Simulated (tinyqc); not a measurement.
Inside a calculation: thin (001) film in sp3s* tight binding with raised dangling bonds. Values are carried at full precision from step to step, so a last printed digit may differ when a step is redone from the rounded ones.

sp3s* tight binding, nearest neighbours only: anion (a) at 0, cation (c) at a/4 (1,1,1), orbitals s, px, py, pz, s* on each; k in units of 2 pi/a. With phases e_j = exp(i (pi/2) k.n_j) for n = (1,1,1), (1,-1,-1), (-1,1,-1), (-1,-1,1): g0 = (e1+e2+e3+e4)/4, g1 = (e1+e2-e3-e4)/4, g2 = (e1-e2+e3-e4)/4, g3 = (e1-e2-e3+e4)/4. The diagonal holds the levels Esa, Epa, Exa (s*) and Esc, Epc, Exc. Anion-cation block: <sa|sc> = Vss g0; <sa|xc> = Vsapc g1; <xa|sc> = -Vscpa g1; <xa|xc> = Vxx g0; <xa|yc> = <ya|xc> = Vxy g3, <xa|zc> = <za|xc> = Vxy g2, <ya|zc> = <za|yc> = Vxy g1; <s*a|xc> = Vxapc g1; <xa|s*c> = -Vpaxc g1; y and z take g2 and g3 in place of g1; s-s* and s*-s* vanish.

Parameters, chosen for this exercise (out of a larger set: near a published set for Si, fitted to gaps, whose masses and valley positions are rough; not measured data):
- p = (-4.202, 1.714, -4.202, 1.714, 6.685, 6.685, -8.345, 1.727, 4.549, 5.721, 5.721, 5.391, 5.391) eV (order Esa, Epa, Esc, Epc, Exa, Exc, Vss, Vxx, Vxy, Vsapc, Vscpa, Vxapc, Vpaxc)
- N = 4 (atomic planes in the small film)
- dl = 10 eV (shift of the dangling hybrids)

## Bulk edges along [001]

Gap at Gamma and minimum on (0,0,kz), kz from 0.5 to 1, from the bulk Ev. States at zero in-plane momentum come from this line alone.

edges (eV): Gamma 3.4540, Delta 1.1665

kz of the minimum = 0.7324 2 pi/a

## The two blocks of the small film

Planes alternate anion (a), cation (c) along [001], a/4 apart, starting with an anion; zero in-plane momentum; levels counted from the bulk Ev, the lower root of [[Epa, Vxx], [Vxx, Epc]]; no spin-orbit coupling. Block of s, pz, s*: from an anion to the cation above, Vss/2 (s,s), Vsapc/2 (s,z), -Vscpa/2 (z,s), Vxx/2 (z,z), Vxapc/2 (s*,z), -Vpaxc/2 (z,s*); to the cation below the same with the s-z and s*-z signs reversed. Block of u = (px + py)/sqrt2 and v = (px - py)/sqrt2: to the cation above (Vxx + Vxy)/2 for u and (Vxx - Vxy)/2 for v, to the cation below the reverse. Each surface atom has two dangling sp3 hybrids; raising both by dl adds (dl/2) [[1, t], [t, 1]] to its s, pz levels (t = -1 at the bottom face, +1 at the top) and dl to the one of u, v in whose plane the missing bonds lie (v for a bottom anion or a top cation, u for a top anion).

Fill them in.

s, pz, s* block (eV), lower triangle:
```
,sa1,za1,*a1,sc2,zc2,*c2,sa3,za3,*a3,sc4,zc4,*c4
sa1,0.811
za1,-5.000,6.727
*a1,0,0,6.698
sc2,-4.173,-2.861,0,-4.189
zc2,2.861,0.864,2.696,0,1.727
*c2,0,-2.696,0,0,0,6.698
sa3,0,0,0,-4.173,-2.861,0,-4.189
za3,0,0,0,2.861,0.864,2.696,0,1.727
*a3,0,0,0,0,-2.696,0,0,0,6.698
sc4,0,0,0,0,0,0,-4.173,-2.861,0,0.811
zc4,0,0,0,0,0,0,2.861,0.864,2.696,5.000,6.727
*c4,0,0,0,0,0,0,0,-2.696,0,0,0,6.698
```

u, v block (eV), lower triangle:
```
,ua1,va1,uc2,vc2,ua3,va3,uc4,vc4
ua1,1.727
va1,0,11.727
uc2,3.138,0,1.727
vc2,0,-1.411,0,1.727
ua3,0,0,-1.411,0,1.727
va3,0,0,0,3.138,0,1.727
uc4,0,0,0,0,3.138,0,1.727
vc4,0,0,0,0,0,-1.411,0,11.727
```

## Levels of the small film

Diagonalise both blocks.

levels of the s, pz, s* block (eV): -11.326  -8.111  -3.591  2.039  2.273  3.873  5.903  6.194  8.249  8.744  11.142  11.555

levels of the u, v block (eV): -2.195  -1.561  -0.784  4.238  4.586  5.649  11.877  12.006

No level lies between 0 and the bulk edge 1.166 eV; confinement has widened the gap at zero in-plane momentum to 2.822 eV.

## Checks

- Lowest conduction level of 201 planes, with the dangling hybrids shifted far away, against the bulk edge: 1.167 against 1.166.

Program tinyqc; command `OMP_NUM_THREADS=1 python tinyqc.py 1450874 1450875 out.jsonl`; about 0.4 s on one thread of a shared Intel(R) Xeon(R) Processor @ 2.30GHz.
